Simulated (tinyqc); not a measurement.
Worked calculation: plane-wave Kohn-Sham cycle with exchange-only LDA in a layered model solid. One step of it, computed by the program tinyqc.

Problem. Iteration 1: potential. V_H(G) = 4 pi rho(G)/G^2 for G != 0 (uniform background); v_x = -(3 rho/pi)^(1/3); V = V_ext + V_H + v_x; Fourier components f(G_m) = (1/N) sum_j f(x_j) exp(-i G_m x_j).

A solid whose potential varies along x alone (atomic units):
```
parameter                      value
period a                   10.300000
cross-section of the cell  32.000000
electrons per cell                 4
grid points                       16
plane waves -n..n, n               3
k points                           3
V1 in V1 cos(2 pi x/a)     -0.310000
```

density at the start, on the grid x_j = j a/N (e/bohr^3): 0.01213592  0.01213592  0.01213592  0.01213592  0.01213592  0.01213592  0.01213592  0.01213592  0.01213592  0.01213592  0.01213592  0.01213592  0.01213592  0.01213592  0.01213592  0.01213592

Give: Potentials on the grid; V(G_m), m = 0, 1, 2, ....

Solution.

Potentials on the grid (hartree):
```
x         V_ext     V_H      v_x        V
0.0000  -0.3100  0.0000  -0.2263  -0.5363
0.6438  -0.2864  0.0000  -0.2263  -0.5127
1.2875  -0.2192  0.0000  -0.2263  -0.4455
1.9312  -0.1186  0.0000  -0.2263  -0.3449
2.5750        0  0.0000  -0.2263  -0.2263
3.2188   0.1186  0.0000  -0.2263  -0.1077
3.8625   0.2192  0.0000  -0.2263  -0.0071
4.5062   0.2864  0.0000  -0.2263   0.0601
5.1500   0.3100  0.0000  -0.2263   0.0837
5.7938   0.2864  0.0000  -0.2263   0.0601
6.4375   0.2192  0.0000  -0.2263  -0.0071
7.0812   0.1186  0.0000  -0.2263  -0.1077
7.7250        0  0.0000  -0.2263  -0.2263
8.3688  -0.1186  0.0000  -0.2263  -0.3449
9.0125  -0.2192  0.0000  -0.2263  -0.4455
9.6562  -0.2864  0.0000  -0.2263  -0.5127
```

V(G_m), m = 0, 1, 2, ... (hartree): -0.2263  -0.1550  0.0000  0.0000  0.0000  0.0000  0.0000
